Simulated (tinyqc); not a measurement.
Square on-chip spiral inductor, lumped pi model: one step of the calculation.

Outer diameter do = di + 2 n wd + 2 (n - 1) sp, mean da = (do + di)/2, fill p = (do - di)/(do + di), length l = 4 n da. L = 2.34 mu0 n^2 da/(1 + 2.75 p), mu0 = 4 pi 1e-7 H/m. Rs = rho l/(wd delta (1 - exp(-th/delta))), delta = sqrt(rho/(pi f mu0)). Cs = n wd^2 eps0 eo/hu across the coil. At each end Cox = l wd eps0 eo/(2 ho) leads to the substrate branch Rsi = 2 rs he/(l wd) in parallel with Csi = l wd eps0 11.7/(2 he). With one end grounded Y = 1/(Rs + i w L) + i w Cs + 1/[1/(i w Cox) + 1/(1/Rsi + i w Csi)], w = 2 pi f; Q = -Im Y/Re Y. Eddy currents in neighbouring turns and in the substrate are left out.

Problem. Admittance, quality factor and apparent inductance. Series branch 1/(Rs + i w L), substrate branch, total Y, Q = -Im Y/Re Y, apparent inductance Im(1/Y)/w, metal-only value w L/Rs, share of the loss in the substrate Re(substrate branch)/Re Y.

Values chosen for this exercise: frequency f = 3.5 GHz.

L = 9.8019758 nH
Rs = 29.834732 ohm
Cs = 2.5169505 fF
Cox = 31.287092 fF
Rsi = 71622.977 ohm
Csi = 14.463794 fF

Give: series branch; substrate branch; Y; Q; apparent inductance; w L/Rs; share of the loss in the substrate.

Solution.

series branch = 0.6300-4.5520i mS
substrate branch = 0.00653+0.21761i mS
Y = 0.6366-4.2790i mS
Q = 6.7221
apparent inductance = 10.397 nH
w L/Rs = 7.2250
share of the loss in the substrate = 1.0256 %

Q is 93.0 % of the metal-only value.

Computed by the program tinyqc: `OMP_NUM_THREADS=1 python tinyqc.py 2302205 2302206 out.jsonl`, one thread of a shared Intel Xeon 2.30GHz, about 0.01 s for the whole run.
